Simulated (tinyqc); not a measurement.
Sputter depth profiling of a dopant layer: erosion rate, quantification and the mixing-roughness response: one step, computed by the program tinyqc. Command: `OMP_NUM_THREADS=1 python tinyqc.py 3010314 3010315 out.jsonl sims walk`. One thread of a shared host (Intel(R) Xeon(R) Processor @ 2.30GHz), about 0.04 s of CPU time with the checks.

A rastered ion beam erodes silicon (49.94 atoms per nm^3). The measured profile is the true one convolved with a depth response.

Question. Measured shape. Mixing alone turns a layer at z0 into (1/w) exp(-(z - z0 + w)/w) for z > z0 - w; roughness adds a Gaussian of width sigma. With x = z - z0 + w: g(x) = (1/(2w)) exp(sigma^2/(2 w^2) - x/w) erfc((sigma/w - x/sigma)/sqrt2), and its integral G(x) = (1/2) erfc(-x/(sigma sqrt2)) - w g(x). Measured: C [G(x) - G(x - b)]. Find the maximum, the full width at half maximum and the deep point where the profile falls to C_B; far down, the trailing edge decays by w ln(10) per decade.

Inputs (values chosen for the exercise, modelled on a dopant in silicon under an oxygen or caesium beam): roughness sigma = 0.64 nm; depth of the top edge z0 = 44 nm; box width b = 1.9 nm; box concentration C = 1e+20 1/cm^3; level that defines the junction C_B = 8e+16 1/cm^3.

True profile: box.

mixing length w = 2.373184 nm

Give: depth of the maximum; peak concentration; full width at half maximum; apparent junction depth; trailing slope.

Answer.

depth of the maximum = 43.62 nm

peak concentration = 4.438e+19 1/cm^3

full width at half maximum = 3.543 nm

apparent junction depth = 59.12 nm

trailing slope = 5.464 nm/decade

The true deep edge lies at 45.9 nm, so the junction appears 13.2 nm too deep. The peak reaches 44.4 % of the true concentration.
